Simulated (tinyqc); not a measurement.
Raising U: Hubbard ring of 6 sites, mean field against exact. Computed by the program tinyqc. Collinear unrestricted mean field (the lowest of 40 random starts) against exact diagonalisation.

one-body matrix (hopping and site energies) (eV):
```
         1        2        3        4        5        6
1   0.0000  -1.3200   0.0000   0.0000   0.0000  -1.3200
2  -1.3200   0.0000  -1.3200   0.0000   0.0000   0.0000
3   0.0000  -1.3200   0.0000  -1.3200   0.0000   0.0000
4   0.0000   0.0000  -1.3200   0.0000  -1.3200   0.0000
5   0.0000   0.0000   0.0000  -1.3200   0.0000  -1.3200
6  -1.3200   0.0000   0.0000   0.0000  -1.3200   0.0000
```

electrons, up and down: 3  3

Exact and mean-field results (eV):
```
U          U/t   E exact  E mean field  mean |n_up - n_down|  double occupancy, exact  first gap in the sector
0.660    0.500  -9.60327      -9.57000                 0.000                    0.233                    2.416
1.320    1.000  -8.71353      -8.58000                 0.000                    0.216                    2.186
2.640    2.000  -7.14048      -6.60000                 0.000                    0.181                    1.733
3.960    3.000  -5.85203      -4.81969                 0.554                    0.145                    1.331
7.920    6.000  -3.49604      -2.57084                 0.891                    0.064                    0.640
10.560   8.000  -2.70353      -1.95005                 0.938                    0.039                    0.460
15.840  12.000  -1.84781      -1.31096                 0.972                    0.019                    0.299
26.400  20.000  -1.12531      -0.79003                 0.990                    0.007                    0.180
```

Estimate the missing row, U = 5.28.

Computed row:
```
U        U/t   E exact  E mean field  mean |n_up - n_down|  double occupancy, exact  first gap in the sector
5.280  4.000  -4.84269      -3.74395                 0.758                    0.111                    1.017
```

In absolute terms mean field is worst at U/t = 4.0, 1.099 eV too high: at small U it is nearly exact, and at large U it misses only exchange-scale energies. Its local moments set in at U/t = 3.0 of those listed, a broken symmetry that the exact state of a finite cluster with equal spins does not have. Relative to the exact energy its error is 0.3 % at the smallest U, 30 % at most and 30 % at the largest. The double occupancy falls from 0.233 to 0.007; at the largest U the first gap is 0.68 times the exchange scale 4t^2/U.
